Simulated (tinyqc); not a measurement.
From one set of inputs to another, one input at a time: Deal-Grove kinetics of thermal oxidation of silicon. Computed by tinyqc, a small Python program. Command: `OMP_NUM_THREADS=1 python tinyqc.py 3016257 3016258 out.jsonl oxide ladder`. One thread of a shared host (Intel(R) Xeon(R) Processor @ 2.30GHz), about 0.2 s of CPU time with the checks.

Oxidant diffuses through the oxide and reacts at the interface, so that dx/dt = B/(A + 2x) for the oxide thickness x.

The inputs printed are set A. Inputs not listed in the table keep their values of set A, so the rows need not describe a real material.

Inputs (values chosen for the exercise, close to those used for silicon): prefactor B0 = 845 um^2/h; activation energy E_B = 1.21 eV; prefactor (B/A)0 = 6.67e+06 um/h; activation energy E_A = 2.02 eV; temperature T = 1000 C; oxidant pressure p = 1 atm; pressure exponent m of B/A = 0.73; initial oxide x_i = 0.1 um; time t = 0.11 h.

Ambient: dry oxygen. Surface: (111).

Constants: k_B = 8.617333262e-05 eV/K.

Method:
- B = B0 p exp(-E_B/(k_B T)), B/A = (B/A)0 p^m exp(-E_A/(k_B T)), p in atm; A = B/(B/A).
- Temperatures in kelvin are T(C) + 273.15.
- tau = (x_i^2 + A x_i)/B and x = (A/2) [sqrt(1 + 4 B (t + tau)/A^2) - 1], the root of x^2 + A x = B (t + tau).
- Silicon consumed is 0.44 times the oxide grown; the rate is B/(A + 2x).

Each row keeps all changes above it:
```
input moved                                                from         to  oxide thickness x (um)  final growth rate (um/h)     tau (h)
set A                                                         -          -                 0.10370                   0.03335  2.2155e+00
oxidant pressure p (atm)                                      1          2                 0.10667                   0.05974  1.2607e+00
initial oxide x_i (um)                                      0.1      0.005                 0.01630                   0.09853  4.5712e-02
time t (h)                                                 0.11        1.1                 0.09281                   0.06358  4.5712e-02
temperature T (C)                                          1000       1175                 0.29234                   0.15170  5.0821e-03
prefactor B0 (um^2/h) and activation energy E_B (eV)  845, 1.21  678, 1.23                 0.24795                   0.12585  5.1934e-03
```

Where does the difference come from?

Oxide thickness x goes from 0.104 to 0.248, a factor 2.39 in all. The largest single move comes from initial oxide x_i (a factor 0.153), but it runs against the net change; the largest move in the direction of the net change is time t (a factor 5.69). Final growth rate goes from 0.0333 to 0.126, a factor 3.77 in all. The largest single move comes from temperature T (a factor 2.39), and time t works against it (a factor 0.645). tau goes from 2.22 to 0.00519, a factor 0.00234 in all. The largest single move comes from initial oxide x_i (a factor 0.0363). The single moves hold for this order of the switches; the total does not depend on the order.

Caution (rows initial oxide x_i, time t, temperature T, prefactor B0): dry oxides grow faster than Deal-Grove predicts below about 0.03 um, so a start from a thinner film underestimates the thickness (a common remedy is x_i = 0.025 um).

Extremes, crossings and ranges named in words are read from the listed rows.
